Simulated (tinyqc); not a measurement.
The basis set: RHF and MP2 along a ladder of basis sets, for H2, spin multiplicity 1. Computed by the program tinyqc with PySCF. 

Geometry (angstrom):
```
atom,x,y,z
H,0.0000,0.0000,0.0000
H,0.0000,0.0000,0.6680
```

Same geometry throughout; the dipole is taken about the origin.

RHF and frozen-core MP2 in a ladder of bases:
```
basis,functions,E(RHF) (hartree),E(MP2 corr) (hartree),HOMO (eV),LUMO (eV),dipole (debye)
sto-3g,2,-1.115314,-0.011548,-16.5855,20.4398,0.0000
3-21g,4,-1.119145,-0.016648,-16.7574,7.7555,0.0000
6-31g,4,-1.123587,-0.016596,-16.8348,7.0039,0.0000
6-31g**,10,-1.127820,-0.026212,-16.8197,7.0150,0.0000
cc-pvdz,10,-1.123310,-0.025703,-16.7408,5.7368,0.0000
aug-cc-pvdz,18,-1.123424,-0.026597,-16.7534,1.6953,0.0000
cc-pvtz,28,-1.129335,-0.031444,-16.8149,4.8088,0.0000
```

From cc-pVDZ to cc-pVTZ the RHF energy falls by 6.0 mhartree and the correlation energy by 5.7. If valence correlation converges as X^-3, (27 E(T) - 8 E(D))/19 gives -0.0339 hartree, a rough estimate from such small X that usually falls short; STO-3G holds about 34 % of it. Beyond STO-3G the LUMO moves by 6.1 eV and the HOMO by 0.1 eV; diffuse functions lower the positive LUMO sharply, since an unbound virtual level tracks the most diffuse function.
